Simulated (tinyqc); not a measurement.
Worked calculation: empirical pseudopotential in a few plane waves. One step of it, computed by the program tinyqc.

Task: Levels at G. Diagonalise the Hermitian matrix.

H(k) at G (eV):
```
                     +0+0+0               -1-1-1               -1-1+1               -1+1-1
+0+0+0             0.000000   1.952998+0.375206i  -1.952998+0.375206i  -1.952998+0.375206i
-1-1-1   1.952998-0.375206i            12.287362   0.000000-0.448988i   0.000000-0.448988i
-1-1+1  -1.952998-0.375206i   0.000000+0.448988i            12.287362            -0.095240
-1+1-1  -1.952998-0.375206i   0.000000+0.448988i            -0.095240            12.287362
-1+1+1  -1.952998+0.375206i             0.095240   0.000000+0.448988i   0.000000+0.448988i
+1-1-1  -1.952998-0.375206i   0.000000+0.448988i            -0.095240            -0.095240
+1-1+1  -1.952998+0.375206i             0.095240   0.000000+0.448988i             0.000000
+1+1-1  -1.952998+0.375206i             0.095240             0.000000   0.000000+0.448988i
+1+1+1   1.952998+0.375206i             0.000000             0.095240             0.095240
-2+0+0   0.000000-0.448988i  -1.952998+0.375206i  -1.952998-0.375206i  -1.952998-0.375206i
+0-2+0   0.000000-0.448988i  -1.952998+0.375206i  -1.952998-0.375206i   0.644585-0.173172i
+0+0-2   0.000000-0.448988i  -1.952998+0.375206i   0.644585-0.173172i  -1.952998-0.375206i
+0+0+2   0.000000+0.448988i  -0.644585-0.173172i   1.952998+0.375206i  -0.644585+0.173172i
+0+2+0   0.000000+0.448988i  -0.644585-0.173172i  -0.644585+0.173172i   1.952998+0.375206i
+2+0+0   0.000000+0.448988i  -0.644585-0.173172i  -0.644585+0.173172i  -0.644585+0.173172i

                     -1+1+1               +1-1-1               +1-1+1               +1+1-1
+0+0+0  -1.952998-0.375206i  -1.952998+0.375206i  -1.952998-0.375206i  -1.952998-0.375206i
-1-1-1             0.095240   0.000000-0.448988i             0.095240             0.095240
-1-1+1   0.000000-0.448988i            -0.095240   0.000000-0.448988i             0.000000
-1+1-1   0.000000-0.448988i            -0.095240             0.000000   0.000000-0.448988i
-1+1+1            12.287362             0.000000            -0.095240            -0.095240
+1-1-1             0.000000            12.287362   0.000000-0.448988i   0.000000-0.448988i
+1-1+1            -0.095240   0.000000+0.448988i            12.287362            -0.095240
+1+1-1            -0.095240   0.000000+0.448988i            -0.095240            12.287362
+1+1+1   0.000000+0.448988i             0.095240   0.000000+0.448988i   0.000000+0.448988i
-2+0+0   1.952998-0.375206i   0.644585-0.173172i  -0.644585-0.173172i  -0.644585-0.173172i
+0-2+0  -0.644585-0.173172i  -1.952998-0.375206i   1.952998-0.375206i  -0.644585-0.173172i
+0+0-2  -0.644585-0.173172i  -1.952998-0.375206i  -0.644585-0.173172i   1.952998-0.375206i
+0+0+2  -1.952998+0.375206i  -0.644585+0.173172i  -1.952998+0.375206i   0.644585+0.173172i
+0+2+0  -1.952998+0.375206i  -0.644585+0.173172i   0.644585+0.173172i  -1.952998+0.375206i
+2+0+0   0.644585+0.173172i   1.952998+0.375206i  -1.952998+0.375206i  -1.952998+0.375206i

                     +1+1+1               -2+0+0               +0-2+0               +0+0-2
+0+0+0   1.952998-0.375206i   0.000000+0.448988i   0.000000+0.448988i   0.000000+0.448988i
-1-1-1             0.000000  -1.952998-0.375206i  -1.952998-0.375206i  -1.952998-0.375206i
-1-1+1             0.095240  -1.952998+0.375206i  -1.952998+0.375206i   0.644585+0.173172i
-1+1-1             0.095240  -1.952998+0.375206i   0.644585+0.173172i  -1.952998+0.375206i
-1+1+1   0.000000-0.448988i   1.952998+0.375206i  -0.644585+0.173172i  -0.644585+0.173172i
+1-1-1             0.095240   0.644585+0.173172i  -1.952998+0.375206i  -1.952998+0.375206i
+1-1+1   0.000000-0.448988i  -0.644585+0.173172i   1.952998+0.375206i  -0.644585+0.173172i
+1+1-1   0.000000-0.448988i  -0.644585+0.173172i  -0.644585+0.173172i   1.952998+0.375206i
+1+1+1            12.287362  -0.644585-0.173172i  -0.644585-0.173172i  -0.644585-0.173172i
-2+0+0  -0.644585+0.173172i            16.383150            -0.095240            -0.095240
+0-2+0  -0.644585+0.173172i            -0.095240            16.383150            -0.095240
+0+0-2  -0.644585+0.173172i            -0.095240            -0.095240            16.383150
+0+0+2  -1.952998-0.375206i             0.095240             0.095240             0.000000
+0+2+0  -1.952998-0.375206i             0.095240             0.000000             0.095240
+2+0+0  -1.952998-0.375206i             0.000000             0.095240             0.095240

                     +0+0+2               +0+2+0               +2+0+0
+0+0+0   0.000000-0.448988i   0.000000-0.448988i   0.000000-0.448988i
-1-1-1  -0.644585+0.173172i  -0.644585+0.173172i  -0.644585+0.173172i
-1-1+1   1.952998-0.375206i  -0.644585-0.173172i  -0.644585-0.173172i
-1+1-1  -0.644585-0.173172i   1.952998-0.375206i  -0.644585-0.173172i
-1+1+1  -1.952998-0.375206i  -1.952998-0.375206i   0.644585-0.173172i
+1-1-1  -0.644585-0.173172i  -0.644585-0.173172i   1.952998-0.375206i
+1-1+1  -1.952998-0.375206i   0.644585-0.173172i  -1.952998-0.375206i
+1+1-1   0.644585-0.173172i  -1.952998-0.375206i  -1.952998-0.375206i
+1+1+1  -1.952998+0.375206i  -1.952998+0.375206i  -1.952998+0.375206i
-2+0+0             0.095240             0.095240             0.000000
+0-2+0             0.095240             0.000000             0.095240
+0+0-2             0.000000             0.095240             0.095240
+0+0+2            16.383150            -0.095240            -0.095240
+0+2+0            -0.095240            16.383150            -0.095240
+2+0+0            -0.095240            -0.095240            16.383150
```

Give: eigenvalues.

Result:

eigenvalues (eV): -2.586  8.718  8.718  8.718  9.043  12.480  12.480  12.480  14.473  16.574  16.574  19.075  19.951  19.951  19.951
